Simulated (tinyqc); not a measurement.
# Small-signal admittance of a forward-biased p+-n diode: two studies

Holes injected into a neutral base of width wb with an ohmic contact at its end; low injection, p0 far above the equilibrium density. A small voltage v exp(i w t), w = 2 pi f, modulates the edge density by p0 v/Vt, and the small-signal density obeys Dp d2p/dx2 = (1/tau + i w) p.

Values chosen for this exercise; permittivity close to that of 4H silicon carbide:
- T = 300 K (temperature)
- eps_r = 9.7 (relative permittivity)
- Nd = 2.2e15 cm^-3 (donor density of the base)
- Dp = 1.6 cm^2/s (hole diffusion coefficient)
- tau = 7e-8 s (hole lifetime)
- wb = 0.6 um (width of the neutral base)
- p0 = 4.6e12 cm^-3 (excess hole density at the junction edge)
- Na = 2e18 cm^-3 (acceptor density of the p+ side)
- Rs = 0.00085 ohm cm^2 (series resistance)
- f = 3.5e7 Hz (signal frequency)

Constants: q = 1.602176634e-19 C, kB = 1.380649e-23 J/K, Vt = kB T/q, eps0 = 8.8541878128e-14 F/cm where lengths are in cm. Results are converted to the units shown.

Each table varies one quantity; the others keep the values above.

## Admittance against frequency

L = sqrt(Dp tau); direct current J = (q Dp p0/L) coth(wb/L); k = sqrt(1 + i w tau)/L; diffusion admittance Y = (q Dp p0/Vt) k coth(k wb) = G + i w C_diff; junction capacitance C_j = sqrt(q eps0 eps_r Nd/(2 Vr)) in the depletion approximation, with the remaining barrier Vr = Vt ln(Na/p0), a rough value under forward bias; base-width modulation is left out. Measured admittance 1/[Rs + 1/(Y + i w C_j)].

The same in every row: C_j (uF/cm^2) = 0.02124.

Result of one run:
```
f (Hz)	w tau	G (S/cm^2)	C_diff (uF/cm^2)	measured G (S/cm^2)	measured C (uF/cm^2)	phase of the measured Y (degrees)
6e8	263.9	1.499	4.177e-4	7.113	0.02150	84.98
```

What becomes of these results when the signal frequency f is changed from 6e8 to 2e6 Hz, all else the same?

Result of the changed run:
```
f (Hz)	w tau	G (S/cm^2)	C_diff (uF/cm^2)	measured G (S/cm^2)	measured C (uF/cm^2)	phase of the measured Y (degrees)
2e6	0.8796	0.7684	5.677e-4	0.7679	0.02178	19.61
```

The whole series:
```
f (Hz)	w tau	G (S/cm^2)	C_diff (uF/cm^2)	measured G (S/cm^2)	measured C (uF/cm^2)	phase of the measured Y (degrees)
5e5	0.2199	0.7684	5.677e-4	0.7679	0.02178	5.091
2e6	0.8796	0.7684	5.677e-4	0.7679	0.02178	19.61
8e6	3.519	0.7686	5.677e-4	0.7691	0.02178	54.91
3e7	13.19	0.7714	5.671e-4	0.7852	0.02177	79.17
1e8	43.98	0.8012	5.607e-4	0.9597	0.02176	85.99
6e8	263.9	1.499	4.177e-4	7.113	0.02150	84.98
2e9	879.6	2.864	2.272e-4	61.19	0.02030	76.51
1e10	4398	6.392	1.017e-4	664.3	0.009239	41.15
4e10	1.759e4	12.78	5.086e-5	1122	9.809e-4	12.40
```

G starts at J/Vt = 0.768 S/cm^2 and C_diff at (J tau/(2 Vt))(1 - 2 x/sinh 2x) = 5.68e-4 uF/cm^2, x = wb/L = 0.179. Between the last two rows G goes as f^(0.50) and C_diff as f^(-0.50); the limits are 1/2 and -1/2, reached when the signal penetrates only sqrt(Dp/w). The measured C is 0.13 % below C_diff + C_j in the first row and 95 % below it in the last, the difference being due to Rs.

## Effect of the width of the neutral base

Same model as above.

The same in every row: w tau = 15.39; C_j (uF/cm^2) = 0.02124.

Results:
```
wb (um)	G (S/cm^2)	C_diff (uF/cm^2)	measured G (S/cm^2)	measured C (uF/cm^2)	phase of the measured Y (degrees)
0.17	2.686	1.615e-4	2.698	0.02130	60.06
0.33	1.387	3.131e-4	1.405	0.02150	73.45
0.66	0.7055	6.226e-4	0.7247	0.02183	81.42
1.3	0.4068	0.001173	0.4272	0.02239	85.04
5.1	0.3907	0.001664	0.4121	0.02288	85.32
10	0.3906	0.001665	0.4120	0.02289	85.32
20	0.3906	0.001665	0.4120	0.02289	85.32
```

Estimate the missing row, wb = 2.6 um.

Computed row:
```
wb (um)	G (S/cm^2)	C_diff (uF/cm^2)	measured G (S/cm^2)	measured C (uF/cm^2)	phase of the measured Y (degrees)
2.6	0.3787	0.001680	0.4001	0.02290	85.46
```

With this row back in the table: As wb goes from 0.17 to 20, G moves up and down between 0.379 and 2.69 S/cm^2, C_diff moves up and down between 1.61e-4 and 0.00168 uF/cm^2 and the measured C moves up and down between 0.0213 and 0.0229 uF/cm^2. C_diff stays below C_j.

Numbers from tinyqc (`OMP_NUM_THREADS=1 python tinyqc.py 2890201 2890202 out.jsonl`; about 0.01 s on one thread of a shared Intel Xeon 2.30GHz).
